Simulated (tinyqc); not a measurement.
Vertical double-diffused power MOSFET, components of the on-resistance: two steps of the calculation.

Stripe cells of pitch Wp + a, two channels a cell. Current flows through the channels, spreads in the accumulation layer, passes the gap between the p bodies and spreads at 45 degrees into the drift layer below them. Low drain voltage, full ionisation.

Parameters, values chosen for the exercise; bulk values close to those of 4H silicon carbide: temperature T = 300 K; relative permittivity eps_r = 9.54; critical-field constant Kc = 22200 V/cm per (cm^-3)^(1/8); rated breakdown voltage of the drift layer BV = 1700 V; drift mobility at 300 K mud = 834 cm^2/(V s); temperature exponent of the drift mobility bt = 2.3; gate oxide thickness (eps_r 3.9) tox = 93 nm; gate overdrive Vov = 7 V; channel mobility mch = 17 cm^2/(V s); accumulation-layer mobility mac = 92 cm^2/(V s); channel length Lc = 0.4 um; width of the p body in one cell, channels included Wp = 6.6 um; gap between neighbouring p bodies a = 4.4 um; depth of the p body xp = 1.8 um; doping of the gap over the drift doping Nj = 2; built-in voltage of the body junction Vbi = 2.95 V; substrate and contact resistance Rs = 0.096 mohm cm^2.

Constants: q = 1.602176634e-19 C, eps0 = 8.8541878128e-14 F/cm where lengths are in cm. Results are converted to the units shown.

Question 1. Drift layer. Triangular field at breakdown with Ec = Kc N^(1/8): BV = eps0 eps_r Ec^2/(2 q N), so N = (eps0 eps_r Kc^2/(2 q BV))^(4/3); W = 2 BV/Ec; mu = mud (T/300 K)^(-bt); rho = 1/(q mu N); ideal resistance rho W.

Give: drift doping N; Ec; drift thickness W; electron mobility mu at T; drift resistivity rho; ideal resistance.

Answer 1.

drift doping N = 6.987e15 cm^-3
Ec = 2.123 MV/cm
drift thickness W = 16.02 um
electron mobility mu at T = 834.0 cm^2/(V s)
drift resistivity rho = 1.071 ohm cm
ideal resistance = 1.716 mohm cm^2

Question 2. Components of the on-resistance. Pitch p = Wp + a, Cox = 3.9 eps0/tox; zero-bias depletion in the gap w0 = sqrt(2 eps0 eps_r Vbi/(q N Nj)), open gap g = a - 2 w0; R_ch = Lc p/(2 mch Cox Vov); R_acc = 0.6 a p/(4 mac Cox Vov), 0.6 being an empirical factor for current leaving the layer along its length; R_gap = (rho/Nj) xp p/g; spreading depth t = min(W, (p - g)/2); R_drift = (rho p/2) ln((g + 2 t)/g) + rho (W - t); R_on = the sum with Rs.

drift doping N = 6.9869074e15 cm^-3
drift thickness W = 16.017337 um
electron mobility mu at T = 834 cm^2/(V s)
drift resistivity rho = 1.0711211 ohm cm

Wanted: w0; g; components; R_on; shares.

Answer 2.

w0 = 0.4718 um
g = 3.456 um
components (mohm cm^2): channel 4.979, accumulation 3.036, gap 0.3068, drift 1.994, substrate 0.09600
R_on = 10.41 mohm cm^2
shares (%): channel 47.82, accumulation 29.16, gap 2.95, drift 19.15, substrate 0.92

The channel term is the largest. R_on is 6.07 times the ideal drift resistance rho W, and spreading raises the drift term to 1.16 times it.

Numbers from tinyqc (`OMP_NUM_THREADS=1 python tinyqc.py 2230133 2230134 out.jsonl`; about 0.01 s on one thread of a shared Intel Xeon 2.30GHz).
